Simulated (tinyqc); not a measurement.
Surface potential of a MOS transistor: implicit equation and explicit approximations: accuracy of the approximations against gate voltage.

p-type body, charge-sheet picture, depletion and inversion only, full ionisation (an idealisation for deep acceptors), Boltzmann statistics (rough once Na exp(x - xn) passes about Nc/7). In units of Vt: xg = (Vg - Vfb)/Vt, x = psi/Vt, G = gamma/sqrt(Vt), xn = (2 phiF + Vc)/Vt. The implicit equation is (xg - x)^2 = G^2 [x - 1 + exp(x - xn)] for x above about 3. Cox = eps0 eox/tox.

ni = sqrt(Nc Nv) exp(-Eg/(2 Vt)), Eg in volts; phiF = Vt ln(Na/ni); gamma = sqrt(2 q eps0 eps_r Na)/Cox; VT = Vfb + Vt (xn + G sqrt(xn - 1)). Depletion value a = 1 + [sqrt(G^2/4 + xg - 1) - G/2]^2; inversion value b = xn + ln[(xg - xn)^2/G^2 - xn + 1] and first guess y = min(a, b) - ln(1 + exp(-|a - b|)) if a > xn + 1, else b = y = a; one second-order correction with D = exp(y - xn), p = 2 (xg - y) + G^2 (1 + D), w = (xg - y)^2 - G^2 (y - 1 + D): z = y + 2 w/(p + sqrt(p^2 - 2 (2 - G^2 D) w)), or the Newton step z = y + w/p where the root is not real. N_inv = (Cox Vt G/q) [sqrt(x - 1 + exp(x - xn)) - sqrt(x - 1)] at the root. Lambert form (Cox m Vt/q) W0[(G/(2 m sqrt(xn - 1))) exp((Vg - VT)/(m Vt))], m = 1 + G/(2 sqrt(xn - 1)). Errors under 1e-4 mV, and the linear form below VT, are printed as 0.

Parameters, values chosen for the exercise; band and dielectric values close to those of silicon: temperature T = 300 K; band gap Eg = 1.14 eV; relative permittivity eps_r = 11.7; conduction-band density of states at T Nc = 2.77e19 cm^-3; valence-band density of states at T Nv = 2.62e19 cm^-3; relative permittivity of the gate insulator (close to silicon dioxide) eox = 3.9; insulator thickness tox = 7.7 nm; acceptor density Na = 2.1e17 cm^-3; flat-band voltage Vfb = -0.75 V; channel-body voltage Vc = 0.2 V.

Constants: q = 1.602176634e-19 C, kB = 1.380649e-23 J/K, Vt = kB T/q, eps0 = 8.8541878128e-14 F/cm where lengths are in cm. Results are converted to the units shown.

Results:
```
Vg (V)  psi (V)     x - xn  error of y (mV)  error of z (mV)  N_inv (cm^-2)  Cox (Vg - VT)/q (cm^-2)  Lambert form (cm^-2)
0.55    0.78652    -11.701                0                0       2.0235e5                        0              1.3777e5
0.75    0.93776    -5.8507           0.0175                0       6.4193e7                        0              5.6568e7
0.95     1.0868  -0.084749             5.25         -7.11e-3      1.8894e10                1.1010e10             1.8965e10
1.15     1.1620     2.8233             15.2            -1.35      3.0917e11                5.7082e11             3.1685e11
1.35     1.1889     3.8638             11.0           -0.459      7.7301e11                1.1306e12             7.9150e11
1.55     1.2048     4.4801             8.49           -0.193      1.2761e12                1.6904e12             1.3048e12
1.95     1.2255     5.2793             6.11          -0.0669      2.3223e12                2.8101e12             2.3690e12
2.15     1.2331     5.5736             5.43          -0.0460      2.8551e12                3.3699e12             2.9097e12
```

Estimate the missing row, Vg = 1.75 V.

Computed row:
```
Vg (V)  psi (V)  x - xn  error of y (mV)  error of z (mV)  N_inv (cm^-2)  Cox (Vg - VT)/q (cm^-2)  Lambert form (cm^-2)
1.75     1.2164  4.9260             7.05           -0.106      1.7949e12                2.2503e12             1.8330e12
```

With this row back in the table: psi rises from 0.787 to 1.23 V and ends 5.6 Vt above 2 phiF + Vc. Among the rows the first guess is off by at most 15 mV (at Vg = 1.15 V) and the corrected value by at most 1.3 mV. In the last row the linear form is 18 % above N_inv and the Lambert form 1.9 % above it; in the first row the Lambert form is 32 % below it. For Vg = 1.35, 1.55, 1.75, 1.95, 2.15 the electron quasi-Fermi level lies less than 2 Vt below the band edge at the surface, or above it, where degeneracy and confinement, left out, matter.

Program tinyqc, `OMP_NUM_THREADS=1 python tinyqc.py 2122229 2122230 out.jsonl`; Intel Xeon 2.30GHz, shared host, one thread, about 0.01 s.
